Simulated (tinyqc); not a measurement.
Well width from the intersubband spacing.

Question. In an empty well of width L and depth Vb, level k solves kw L/2 = (k - 1) pi/2 + arctan(sqrt((mw/mb)(Vb - E)/E)) with kw = sqrt(mw E/C), C = hbar^2/(2 m0). Find L, E1 and E2 from the spacing.

Inputs (values chosen for the exercise); material values those of a made-up well:
- mw = 0.193 m0 (mass along z in the well)
- mb = 0.278 m0 (mass along z in the barriers)
- Vb = 0.492 eV (barrier height)

Constants: q = 1.602176634e-19 C, hbar = 1.054571817e-34 J s, m0 = 9.1093837015e-31 kg, hbar^2/(2 m0) = 0.0380998212 eV nm^2. Results are converted to the units shown.

E2 - E1 = 81.546423 meV

Solution. Both levels are solved for trial widths until their difference matches. A second level is bound only for L above 1.99 nm, and over that range one width gives this spacing.

L = 6.93 nm
E1 = 27.3 meV
E2 = 109 meV

Program tinyqc, `OMP_NUM_THREADS=1 python tinyqc.py 2140004 2140005 out.jsonl`; Intel Xeon 2.30GHz, shared host, one thread, about 0.2 s.
